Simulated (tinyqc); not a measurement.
# Changing the target C44

Model: Finnis-Sinclair potential for a bcc metal: fit to cohesion and elasticity, then vacancy, surfaces and structure. Computed by tinyqc, a small Python program. Command: `OMP_NUM_THREADS=1 python tinyqc.py 3114021 3114022 out.jsonl fsfit sweep`. One thread of a shared host (Intel(R) Xeon(R) Processor @ 2.30GHz), about 0.01 s of CPU time with the checks.

E = (1/2) sum V(r) - A sqrt(rho), rho = sum phi(r), phi = (r - d)^2 for r < d, V = (r - c)^2 (c0 + c1 r + c2 r^2) for r < c. In bcc the 8 first neighbours lie at sqrt(3) a/2 and the 6 second at a; both cut-offs lie below the third shell; Omega = a^3/2; E is per atom and z the number of atoms in a shell. The four constants A, c0, c1, c2 are fitted to E_c, zero pressure, B and C12 - C44 alone, so C44 and C11 - C12 are not matched singly; defects are unrelaxed.

Inputs (values chosen for the exercise, modelled on tantalum):

| quantity | value | unit |
|---|---|---|
| lattice constant a | 3.306 | angstrom |
| cohesive energy E_c | 7.99 | eV |
| target C11 | 262 | GPa |
| target C12 | 163 | GPa |
| density cut-off d/a | 1.253 | - |
| pair cut-off c/a | 1.28 | - |

Constants: 1 eV/angstrom^3 = 160.2176634 GPa.

Method:
- rho = sum z phi, rho1 = sum z r phi', rho2 = sum z r^2 phi''. At zero pressure the effective pair part V + 2 F' phi obeys C12 = C44, so C12 - C44 = F'' (rho1/3)^2/Omega with F'' = A/(4 rho^(3/2)); this gives A.
- With v_k = (r - c)^2 r^k the rows are (1/2) sum z v_k, (1/2) sum z r v_k' and (1/2) sum z r^2 v_k''. With rho1 = sum z r phi' and rho2 = sum z r^2 phi'' the right-hand sides are: -E_c + A sqrt(rho) (cohesion); A rho1/(2 sqrt(rho)) (zero pressure); 9 B Omega + A [rho2/(2 sqrt(rho)) - rho1^2/(4 rho^(3/2))] with B = (C11 + 2 C12)/3.
- Solve the three equations.
- Second differences of E with strains of 1e-4: e_xx gives C11, (e_xx, e_yy) = (1, -1) gives 2 (C11 - C12), an engineering shear gives C44. B and C12 - C44 are fitted; the one combination left tests the choice of d.
- E_v = -A sum_shells z [sqrt(rho - phi(r)) - sqrt(rho)] - (1/2) sum z V(r): the neighbours lose one bond each, and the atom is put back in the bulk.

One run for each value:

| target C44 (GPa) | A (eV/angstrom) | E_v/E_c | error of C44 (%) |
|---|---|---|---|
| 78.3 | 2.9344 | 0.25270 | 22.465 |
| 87.7 | 2.6088 | 0.33564 | 9.846 |
| 97.2 | 2.2796 | 0.41945 | -0.428 |
| 107.0 | 1.9401 | 0.50592 | -9.115 |
| 116.0 | 1.6283 | 0.58532 | -15.799 |

Describe and explain the trends.

Over the rows, A (eV/angstrom) falls from 2.93 to 1.63 (exponent d ln y / d ln x -1.0 between the first rows and -2.2 between the last); E_v/E_c rises from 0.253 to 0.585 (exponent d ln y / d ln x 2.5 between the first rows and 1.8 between the last); error of C44 (%) falls from 22.5 to -15.8. A is proportional to C12 - C44; as the Cauchy pressure shrinks the model tends to a pair potential, for which E_v/E_c = 1. Left out: 49.8, 59.3, 68.8 (the fit is far from the shear constants).
